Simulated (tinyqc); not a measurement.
Worked calculation: Wannier function of the lower band of a two-orbital chain. Values are carried at full precision from step to step, so a last printed digit may differ when a step is redone from the rounded ones.

H(k) = [[-d/2 - 2 ta cos k, -t1 - t2 exp(-ik)], [-t1 - t2 exp(ik), d/2 - 2 tb cos k]], k in 1/a, Bloch sums with exp(ikR) and without the positions inside the cell. Mesh k_j = 2 pi j/N. Projection gauge: each lower eigenvector u is multiplied by the phase that makes <trial|u> real and positive (the one-band case of Loewdin orthogonalisation). Wannier amplitudes w(R) = (1/N) sum_k exp(ikR) u(k); hoppings H(R) = (1/N) sum_k exp(-ikR) E(k).

Parameters, chosen for this exercise: d = 0.05 eV (A at -d/2, B at +d/2); t1 = 0.8 eV (A-B in the cell); t2 = 1.63 eV (B to A of the next cell); ta = 0.08 eV (A-A between cells); tb = 0.23 eV (B-B between cells); N = 8 (k points); th = 30 degrees (trial orbital cos(th) A + sin(th) B in cell 0); xb = 0.37 a (position of B (A at 0)); a = 4.1 angstrom (period); kq = 0.89 1/a (point off the mesh).

## Bloch states in the projection gauge

Diagonalise at each mesh point and fix the phase.

Mesh:
```
j  E lower (eV)  E upper (eV)               u_A               u_B  |<trial|u>|
0       -2.7432        2.1232           0.68870           0.72504       0.9590
1       -2.4880        2.0496  0.68078-0.13665i  0.67959+0.23669i       0.9294
2       -1.8159        1.8159  0.65905-0.26933i  0.52488+0.46650i       0.8332
3       -0.9932        1.4316  0.64283-0.37526i  0.15324+0.64997i       0.6333
4       -0.5382        1.1582           0.77663          -0.62996       0.3576
5       -0.9932        1.4316  0.64283+0.37526i  0.15324-0.64997i       0.6333
6       -1.8159        1.8159  0.65905+0.26933i  0.52488-0.46650i       0.8332
7       -2.4880        2.0496  0.68078+0.13665i  0.67959-0.23669i       0.9294
```

The projection is smallest at j = 4 (0.3576); the gauge is smooth as long as it stays away from zero.

## The Wannier function

w(R) = (1/N) sum_j exp(2 pi i j R/N) u_j, for the N cells nearest the origin; it is real.

Amplitudes:
```
R      on A     on B
-3  -0.0409   0.1164
-2   0.0781  -0.2227
-1  -0.1621   0.5358
0    0.6788   0.3513
1    0.1535  -0.0109
2   -0.0412  -0.0160
3    0.0055   0.0362
4    0.0170  -0.0651
```

norm = 1.0000

Cell 0 holds 58.4 % of the weight.

## Centre and spread in real space

Point-like orbitals at R (A) and R + xb (B): centre <x>, spread <x^2> - <x>^2.

centre in units of a = -0.243
centre in angstrom = -0.997
spread = 8.332 angstrom^2

## The same from overlaps (Marzari-Vanderbilt)

b = 2 pi/N; M_j = u_j^+ diag(1, exp(-i b xb)) u_(j+1), with u_N = u_0. Centre = -(1/2 pi) sum arg M_j; gauge-invariant part Omega_I = (1/(N b^2)) sum (1 - |M_j|^2); gauge-dependent part Omega_D = (1/(N b^2)) sum (arg M_j + b centre)^2.

Overlaps:
```
j   |M_j|  arg M_j (rad)
0  0.9926        -0.0715
1  0.9892        -0.0429
2  0.9724         0.0764
3  0.8836         0.9359
4  0.8836         0.9359
5  0.9724         0.0764
6  0.9892        -0.0429
7  0.9926        -0.0715
```

centre from overlaps = -0.286 a
Omega_I = 0.1256 a^2
Omega_D = 0.2785 a^2

The centre is the Berry phase over 2 pi and does not depend on the trial orbital (modulo a). Omega_D is 68.9 % of the total; in one dimension a gauge that spreads the phase evenly removes it. The total is 0.4041 a^2, against 0.5345 a^2 (centre -0.286 a) in real space on 96 cells. The overlaps are finite differences in k, which are coarse on this mesh, and the function does not fit into N cells.

## Hoppings and interpolation

H(R) = (1/N) sum_j E_j cos(2 pi j R/N) for R = 0 to N/2. Interpolation: E(k) = H(0) + 2 sum H(R) cos(kR), the term R = N/2 of an even mesh counted once.

H(0), H(1), ... (eV): [-1.7345, -0.5399, 0.0438, -0.0114, 0.0062]

interpolated E(kq) = -2.4176 eV

The exact value is -2.4185 eV; the interpolation is off by +0.8 meV. Though the chain has short hoppings, the single band has longer ones, made by paths through the other orbital, which the tails of the Wannier function carry.

## Checks

- Centre from overlaps against the real-space centre on 200 points: both -0.2858.
- Omega_I + Omega_D against the real-space spread on 200 points: 0.534 against 0.535.

Run: tinyqc, `OMP_NUM_THREADS=1 python tinyqc.py 1450215 1450216 out.jsonl`; Intel(R) Xeon(R) Processor @ 2.30GHz, one thread, shared host; about 0.1 s of CPU time with all checks.
